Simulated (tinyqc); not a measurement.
# A finite superlattice with mass mismatch, transfer matrices: transmission against the number of periods

One electron of energy E comes from the left lead (band edge 0); no transverse momentum. Parabolic bands, masses in units of m0, C = hbar^2/(2 m0); psi and psi'/m are continuous at every interface. N periods of a barrier d1 followed by a well Lw; the right lead equals the left one.

For the pair (psi, psi'/m) a flat layer has M = [[cos kd, (m/k) sin kd], [-(k/m) sin kd, cos kd]] with k = sqrt(m (E - U)/C) above its edge U, and M = [[cosh Kd, (m/K) sinh Kd], [(K/m) sinh Kd, cosh Kd]] with K = sqrt(m (U - E)/C) below it. The matrices are multiplied with later layers to the left. With M acting on (psi, psi'/m) and v = k/m in each lead, T(E) = 4 vL vR/[(vL vR M12 - M21)^2 + (vR M11 + vL M22)^2]. x = (M11 + M22)/2 of one period. For |x| < 1 the energy lies in a miniband and cos(th) = x; for |x| > 1 it lies in a gap and cosh(g) = |x|. M^N = U_(N-1)(x) M - U_(N-2)(x) 1, with U_n = sin((n + 1) th)/sin th in a band and sign(x)^n sinh((n + 1) g)/sinh g in a gap.

Values chosen for this exercise; masses and offsets of a made-up heterostructure:
```
symbol  value  unit                       meaning
mL       0.14    m0         mass in the left lead
U1        0.5    eV                barrier height
m1       0.32    m0                  barrier mass
d1        0.4    nm                 barrier width
Lw        2.8    nm  well width (edge 0, mass mL)
E       0.256    eV               electron energy
```

Constants: q = 1.602176634e-19 C, hbar = 1.054571817e-34 J s, m0 = 9.1093837015e-31 kg, hbar^2/(2 m0) = 0.0380998212 eV nm^2. Results are converted to the units shown.

Results:
```
N       T(E)  1/T(E) - 1
1     0.6945      0.4398
3    0.09937       9.063
4    0.03172       30.52
5   0.009915       99.86
6   0.003079       323.8
8   2.954e-4        3384
10  2.832e-5     3.531e4
12  2.714e-6     3.684e5
16  2.494e-8     4.010e7
```

Estimate the missing row, N = 2.

Computed row:
```
N    T(E)  1/T(E) - 1
2  0.2910       2.436
```

With this row back in the table: Here x = -1.177. The energy lies in a gap with g = 0.586: T(E) falls from 0.695 to 2.49e-8, over the last four periods by 1.17 in ln T(E) a period, against 2 g = 1.17. In every row a layer is thinner than 0.8 nm, a few atomic planes, where an effective mass is a rough description.

Range of the model: Masses are held fixed, although real bands cease to be parabolic a few tenths of an eV from their edges (inside a barrier too).

Numbers from tinyqc (`OMP_NUM_THREADS=1 python tinyqc.py 2560034 2560035 out.jsonl`; about 0.01 s on one thread of a shared Intel Xeon 2.30GHz).
